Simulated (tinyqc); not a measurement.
Configuration-coordinate model of carrier capture at a defect: one step. The multiphonon factor. Three cases, with inputs chosen for the exercise.

Problem. Form p, nb, x and ln W, the classical ln W, and the capture time 1/(nu W).

Two parabolas of equal curvature k in one coordinate Q: with the carrier free at the band edge, U_f = k Q^2/2; with the carrier trapped, U_t = k (Q - dQ)^2/2 - ET. ER = k dQ^2/2, Huang-Rhys factor S = ER/hw, hw = 0.0646541 sqrt(k/M) eV for k in eV/angstrom^2 and M in u. The curves cross at a height Eb = (ER - ET)^2/(4 ER) above the free minimum.

Multiphonon factor for giving p = ET/hw phonons to the lattice: W = exp(-S (2 nb + 1)) ((nb + 1)/nb)^(p/2) I_p(x), nb = 1/(exp(hw/kT) - 1), x = 2 S sqrt(nb (nb + 1)), I_p the modified Bessel function. Classical limit: W = hw exp(-Eb/kT)/sqrt(4 pi ER kT). At T = 0: exp(-S) S^p/Gamma(p + 1).

Constants: kB = 8.617333262e-05 eV/K.

Give: p, nb, x; ln W; capture time.

Case 1.

Values chosen (of the size met at a deep level in GaN; not measured data): ET = 0.92 eV (thermal depth of the level below the band edge); ER = 0.58 eV (relaxation energy); hw = 0.036 eV (phonon energy of the mode); T = 200 K (temperature); nu = 1e+12 1/s (attempt rate).

Solution.

p, nb, x: 25.5556  0.1413  12.9416

ln W: quantum -4.529, classical -5.178

capture time = 9.27e-11 s

The quantum factor is 1.91 times the classical one at kT/hw = 0.48: the classical form serves within a factor of e.

Case 2.

Values chosen (of the size met at a deep level in Si; not measured data): ET = 0.36 eV (thermal depth of the level below the band edge); ER = 0.1 eV (relaxation energy); hw = 0.028 eV (phonon energy of the mode); T = 400 K (temperature); nu = 1e+12 1/s (attempt rate).

Solution.

p, nb, x: 12.8571  0.7980  8.5560

ln W: quantum -6.275, classical -6.909

capture time = 5.31e-10 s

The quantum factor is 1.88 times the classical one at kT/hw = 1.23: the classical form serves within a factor of e.

Case 3.

Values chosen (of the size met at a deep level in GaN; not measured data): ET = 0.8 eV (thermal depth of the level below the band edge); ER = 0.68 eV (relaxation energy); hw = 0.048 eV (phonon energy of the mode); T = 300 K (temperature); nu = 1e+13 1/s (attempt rate).

Solution.

p, nb, x: 16.6667  0.1851  13.2699

ln W: quantum -2.605, classical -2.486

capture time = 1.35e-12 s

The quantum factor is 0.888 times the classical one at kT/hw = 0.54: the classical form serves within a factor of e.

Computed by tinyqc, one run a case: `OMP_NUM_THREADS=1 python tinyqc.py N N+1 out.jsonl` with N = 1450020, 1450063, 1450090; one thread of a shared Intel(R) Xeon(R) Processor @ 2.30GHz, about 0.01 s a run at most.
